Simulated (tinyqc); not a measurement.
Modulation-doped quantum well, Poisson-Schroedinger loop with local exchange and correlation: effect of the temperature.

A well of width L centred at z = 0 between barriers Vb; effective-mass electrons in two equivalent valleys, parabolic bands. The electrons come from donor sheets outside the mesh, a share fL of Ns on the left and the rest on the right, so the structure is neutral. Energies are counted from the band edge of the well, with U = 0 on the first node in the Hartree part.

Schroedinger equation -C d/dz (1/m) dpsi/dz + (V0 + U) psi = E psi, C = hbar^2/(2 m0), on a fine mesh (400 intervals across the well) with hard walls 2.4003 nm outside the well edges (to within half a fine step); the lowest 3 levels are kept. V0 = 0 in the well and Vb outside, plus q Fz z (1 kV/cm = 1e-4 eV/nm). N_k = D Vt ln(1 + exp((EF - E_k)/Vt)), D = 2 md m0 q/(pi hbar^2), sum N_k = Ns; n = sum N_k |psi_k|^2. dU/dz = q (fL Ns - integral of n from the left)/(eps0 eps_r). Added to it: V_xc = -(2 Ry/(pi al rs)) [1 + 0.7734 (rs/21) ln(1 + 21/rs)] (Hedin-Lundqvist), al = (4/(9 pi))^(1/3), rs = (3/(4 pi n))^(1/3)/aB, aB = 4 pi eps0 eps_r hbar^2/(md m0 q^2), Ry = q/(8 pi eps0 eps_r aB) in eV. The loop is converged to 1e-9 eV; shares under 0.001 % are printed as 0.

Parameters, values chosen for the exercise; material values close to those of strained Si in SiGe (two lower valleys):
```
symbol,value,unit,meaning
mw,0.925,m0,mass along z in the well
mb,0.908,m0,mass along z in the barriers
md,0.193,m0,in-plane mass
Vb,0.203,eV,barrier height
eps_r,12,,relative permittivity (all layers)
L,5.8674,nm,well width
Ns,4.3e11,cm^-2,sheet density of electrons
fL,0,,share of the donors on the left side
Fz,-24,kV/cm,applied field along z
```

Constants: q = 1.602176634e-19 C, kB = 1.380649e-23 J/K, hbar = 1.054571817e-34 J s, m0 = 9.1093837015e-31 kg, Vt = kB T/q, eps0 = 8.8541878128e-14 F/cm where lengths are in cm, hbar^2/(2 m0) = 0.0380998212 eV nm^2. Results are converted to the units shown.

Effect of the temperature:
columns A: T (K); B: E2 - E1 (meV); C: EF - E1 (meV); D: share of E2 (%); E: centroid (nm); F: charge in the barriers (%); G: range of U in the well (meV)
```
A       B       C      D      E      F     G
4    29.3    2.67      0  0.629  0.810  19.2
20   29.3    2.25      0  0.629  0.810  19.2
50   29.3  -0.674  0.155  0.628  0.812  19.2
100  29.1   -9.13   3.79  0.598  0.875  19.1
150  28.9   -20.7   10.4  0.543   1.01  19.1
200  28.7   -34.4   16.4  0.488   1.16  19.1
300  28.4   -66.6   24.3  0.404   1.48  19.2
400  28.2    -103   28.4  0.347   1.74  19.3
```

What does the comparison show?

As T goes from 4 to 400, E2 - E1 falls from 29.3 to 28.2 meV, EF - E1 falls from 2.67 to -103 meV and the share of E2 rises from 0 to 28.4 %. EF stays below E2 throughout.

tinyqc, about 0.2 s, one thread, Intel Xeon 2.30GHz (shared host): `OMP_NUM_THREADS=1 python tinyqc.py 2140002 2140003 out.jsonl`
